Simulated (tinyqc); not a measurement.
Ion implantation: universal nuclear stopping, Lindhard-Scharff electronic stopping and a Gaussian range profile: one step, computed by the program tinyqc.

An ion slows by elastic collisions with screened nuclei and by friction with electrons; channelling is ignored and the target is uniform.

Problem. Gaussian profile. C(x) = C_p exp(-(x - R_p)^2/(2 dR_p^2)) with C_p = Q/(sqrt(2 pi) dR_p), 1 nm = 1e-7 cm; the profile falls to the background at x_j = R_p + dR_p sqrt(2 ln(C_p/C_B)); the peak atomic fraction is C_p/N.

Inputs (values chosen for the exercise, modelled on silicon ions in aluminium): target density N = 60.2 1/nm^3; dose Q = 3.8e+14 1/cm^2; background C_B = 1.2e+15 1/cm^3.

straggle dR_p = 8.038319 nm

projected range R_p = 24.11911 nm

Give: peak concentration C_p; depth x_j where C falls to C_B; peak atomic fraction.

Solution.

peak concentration C_p = 1.886e+20 1/cm^3

Depth x_j where C falls to C_B = 63.44 nm

peak atomic fraction = 0.003133
